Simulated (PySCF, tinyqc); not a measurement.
FCI on RHF in the 6-311g basis, for H2, spin multiplicity 1, step by step. The lowest restricted solution is unstable here: a spin-polarised one lies 0.0000 hartree lower (PySCF). One step of it, computed by the program tinyqc.

Problem. FCI: roots. Diagonalise (each vector has its largest component positive (the first on a tie)); all determinants have Ms = 0, so triplets appear too. The lowest singlet root is the correlation energy.

Occupation strings over the orbitals (2 doubly, a alpha, b beta, 0 empty; spin orbitals ordered 1a 1b 2a 2b ...): 200000 a0b000 a0000b b0a000 b0000a 020000 0a0b00 0a00b0 002000 00a00b 0b0a00 000200 000ab0 0b00a0 000ba0 000020 00b00a 000002

H - E(HF) between determinants (hartree), lower triangle:
```
           200000     a0b000     a0000b     b0a000     b0000a     020000     0a0b00     0a00b0
200000   0.000000
a0b000   0.000000   0.539250
a0000b   0.000000  -0.043421   2.624531
b0a000   0.000000  -0.052173  -0.031176   0.539250
b0000a   0.000000  -0.031176  -0.063703  -0.043421   2.624531
020000   0.094487  -0.000842  -0.025059   0.000842   0.025059   0.658829
0a0b00  -0.077823   0.066807   0.046645  -0.022230  -0.034580   0.121599   0.999964
0a00b0  -0.027698   0.036769   0.138380  -0.022594  -0.043200   0.031323  -0.121586   2.805328
002000   0.052173   0.069184  -0.031849  -0.069184   0.031849   0.025302   0.005418  -0.014823
00a00b   0.031176  -0.031849  -0.028067  -0.028619   0.037588   0.013955  -0.024030  -0.029068
0b0a00   0.077823  -0.022230  -0.034580   0.066807   0.046645  -0.121599  -0.070883  -0.020606
000200   0.083736  -0.051753  -0.059731   0.051753   0.059731   0.070883   0.100227  -0.056513
000ab0   0.045248  -0.043839  -0.140845   0.025833   0.059281   0.020606  -0.056513   0.034609
0b00a0   0.027698  -0.022594  -0.043200   0.036769   0.138380  -0.031323  -0.020606  -0.036353
000ba0  -0.045248   0.025833   0.059281  -0.043839  -0.140845  -0.020606  -0.008204   0.043839
000020   0.062305  -0.037382  -0.108735   0.037382   0.108735   0.036353  -0.043839  -0.037225
00b00a  -0.031176  -0.028619   0.037588  -0.031849  -0.028067  -0.013955   0.022744   0.026210
000002   0.063703  -0.037588  -0.069468   0.037588   0.069468   0.032408  -0.043748  -0.082988

           002000     00a00b     0b0a00     000200     000ab0     0b00a0     000ba0     000020
002000   1.186547
00a00b  -0.087923   3.134709
0b0a00  -0.005418   0.022744   0.999964
000200   0.054504   0.033872  -0.100227   1.361123
000ab0   0.025345   0.101556  -0.008204  -0.093294   3.191428
0b00a0   0.014823   0.026210  -0.121586   0.056513   0.043839   2.805328
000ba0  -0.025345  -0.042480  -0.056513   0.093294  -0.074963   0.034609   3.191428
000020   0.030423   0.090445   0.043839   0.074963  -0.006283   0.037225   0.006283   5.146173
00b00a   0.087923  -0.032088  -0.024030  -0.033872  -0.042480  -0.029068   0.101556  -0.090445
000002   0.032088   0.000102   0.043748   0.066596   0.130334   0.082988  -0.130334   0.308364

           00b00a    000002
00b00a   3.134709
000002  -0.000102  5.351859
```

Give: lowest roots of this matrix, relative to E(HF); lowest vectors; <S^2> of these roots; weight of the ground state by excitation level 0, 1, 2, ....

Solution.

lowest roots of this matrix, relative to E(HF) (hartree): -0.0407  0.4780  0.5354  0.6221  0.9212  1.0758  1.1833  1.4361

lowest vectors:
```
         root 1   root 2   root 3   root 4
200000   0.9753   0.0000   0.1034   0.1589
a0b000  -0.0186   0.7026   0.6381  -0.2352
a0000b  -0.0086   0.0261   0.0174   0.0112
b0a000   0.0186   0.7026  -0.6381   0.2352
b0000a   0.0086   0.0261  -0.0174  -0.0112
020000  -0.1565   0.0000   0.2682   0.8958
0a0b00   0.0932  -0.0727  -0.1765  -0.1577
0a00b0   0.0134  -0.0101  -0.0266  -0.0158
002000  -0.0343   0.0000  -0.1645   0.0170
00a00b  -0.0069   0.0160  -0.0130  -0.0066
0b0a00  -0.0932  -0.0727   0.1765   0.1577
000200  -0.0640   0.0000   0.1033  -0.0981
000ab0  -0.0129   0.0038   0.0163  -0.0207
0b00a0  -0.0134  -0.0101   0.0266   0.0158
000ba0   0.0129   0.0038  -0.0163   0.0207
000020  -0.0077   0.0000   0.0037  -0.0135
00b00a   0.0069   0.0160   0.0130   0.0066
000002  -0.0071   0.0000   0.0017  -0.0119
```

<S^2> of these roots: 0.0000  2.0000  0.0000  0.0000  2.0000  0.0000  0.0000  0.0000

weight of the ground state by excitation level 0, 1, 2, ...: 0.9511  0.0008  0.0480
